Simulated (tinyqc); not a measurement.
Which coupling does what: hole subbands of a hard-walled well, four-band Luttinger model.

Hole energies are counted downwards from the unstrained band edge, c = hbar^2/2m0. After the usual block transformation one block is H = [[P + Q - Zs, R - i S], [R + i S, P - Q + Zs]] in (heavy, light), with P +/- Q = c [(g1 +/- g2) k^2 + (g1 -/+ 2 g2) kz^2], R = sqrt(3) c gR k^2, S = 2 sqrt(3) c g3 k kz, kz = -i d/dz; axial approximation gR = (g2 + g3)/2. Zs = b (e_par - e_perp) is the shear part of the strain (the hydrostatic part shifts all levels alike and is left out). Basis sqrt(2/L) sin(n pi z/L), n = 1 to N, for each component: kz^2 gives (n pi/L)^2 and the heavy-light block is R delta_nm - 2 sqrt(3) c g3 k D_nm with D_nm = 4 n m/(L (n^2 - m^2)) for n + m odd, 0 otherwise. The other block has the same levels. The split-off band is left out.

Constants: hbar^2/2m0 = 3.80998211 eV angstrom^2.

Values chosen for the exercise (near those of Ge; the results hold for these values, not for the real material): g1 = 13.37 (Luttinger gamma1); g2 = 4.23 (gamma2); g3 = 5.7 (gamma3); L = 70 angstrom (well width along [001]); k = 0.0186 1/angstrom (wave vector in the plane).

shear strain energy Zs = 0.022709 eV

N = 20, at the given k. Diagonal: R = S = 0. Along [100] and [110] gR is g2 and g3 instead of their mean.

Hole energies (meV):

| model | E1 | E2 | E3 | E4 |
|---|---|---|---|---|
| diagonal | 38.17 | 151.21 | 202.28 | 339.61 |
| R alone | 37.39 | 150.98 | 203.06 | 339.50 |
| S alone | 33.55 | 112.55 | 232.09 | 308.36 |
| axial | 32.72 | 112.68 | 232.56 | 308.28 |
| [100] | 32.95 | 112.64 | 232.43 | 308.30 |
| [110] | 32.46 | 112.72 | 232.70 | 308.25 |

How do the results move, and what explains it?

The couplings move E1 by -5.45 meV: R alone by -0.78, S alone by -4.62, so S matters more at k L/pi = 0.41 (R grows as k^2 and joins equal n, S as k and joins n of opposite parity). Warping spreads E1 by 0.49 meV between [100] and [110], the hole being heavier along [110]; the axial value lies between them.

Computed by tinyqc, a small Python program: `OMP_NUM_THREADS=1 python tinyqc.py 1281979 1281980 out.jsonl` (the numbers bound the seed that draws the inputs); one thread of a shared host (Intel(R) Xeon(R) Processor @ 2.30GHz), about 0.1 s for the whole set of steps.
